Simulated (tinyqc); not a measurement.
# Threshold of a short bulk MOSFET: charge sharing, barrier lowering, narrow width, step by step

Computed by the program tinyqc: `OMP_NUM_THREADS=1 python tinyqc.py 2002122 2002123 out.jsonl`, one thread of a shared Intel Xeon 2.30GHz, about 0.01 s for the whole run. Printed values are rounded.

n-channel device on a p-type body, depletion approximation, full ionisation. Uniform doping N = Na. Vbi from Boltzmann statistics is rough for the degenerate source. Cox = eps0 eox/tox.

Inputs (values chosen for the exercise); band and dielectric values close to those of silicon: temperature T = 350 K; band gap Eg = 1.13 eV; relative permittivity eps_r = 11.8; conduction-band density of states at T Nc = 3.57e19 cm^-3; valence-band density of states at T Nv = 3.35e19 cm^-3; relative permittivity of the gate insulator (close to hafnium oxide) eox = 22.3; insulator thickness tox = 26 nm; channel doping Na = 1e18 cm^-3; source and drain doping Nsd = 1e20 cm^-3; flat-band voltage for the doping Na Vfb = -0.74 V; junction depth xj = 14 nm; body-source voltage Vbs = -1 V; drain-source voltage Vds = 0.5 V; gate width W = 200 nm; shape factor of the fringing depletion at the width edges xw = 0.7854; channel length L = 110 nm.

Constants: q = 1.602176634e-19 C, kB = 1.380649e-23 J/K, Vt = kB T/q, eps0 = 8.8541878128e-14 F/cm where lengths are in cm. Results are converted to the units shown.

## Long-channel threshold and scales

ni = sqrt(Nc Nv) exp(-Eg/(2 Vt)), Eg in volts; 2 pB = 2 Vt ln(N/ni); flat band Vfb - Vt ln(N/Na); Wd = sqrt(2 eps0 eps_r (2 pB - Vbs)/(q N)); body term q N Wd/Cox; long-channel VT0 = flat band + 2 pB + body term; Vbi = Vt ln(N Nsd/ni^2); scale length l = sqrt((eps_r/eox) tox Wd).

N = 1e18 cm^-3
2 pB = 0.916261 V
flat band = -0.74 V
Wd = 49.9922 nm
body term = 1.05471 V
VT0 = 1.23097 V
Vbi = 1.05516 V
l = 26.2257 nm

## Short-channel and narrow-width shifts

Charge sharing (trapezoid; it ignores Vds): F = (xj/L)(sqrt(1 + 2 Wd/xj) - 1), lowering = body term times F. Barrier lowering: th = exp(-L/(2 l)) + 2 exp(-L/l), lowering = th [2 (Vbi - 2 pB) + Vds], DIBL = th. Narrow width: rise = body term times xw Wd/W. VT by each model = VT0 - lowering + rise.

F = 0.235884
lowering by charge sharing = 248.789 mV
th = 0.152963
lowering of the barrier = 118.973 mV
DIBL = 152.963 mV/V
narrow-width rise = 207.060 mV
VT, charge sharing = 1.18924 V
VT, barrier lowering = 1.31906 V

L is 4.19 scale lengths. The charge-sharing lowering is 2.09 times the barrier lowering; the first falls off as 1/L and the second exponentially. Both describe the same loss of gate control, so they are alternatives and are not added.
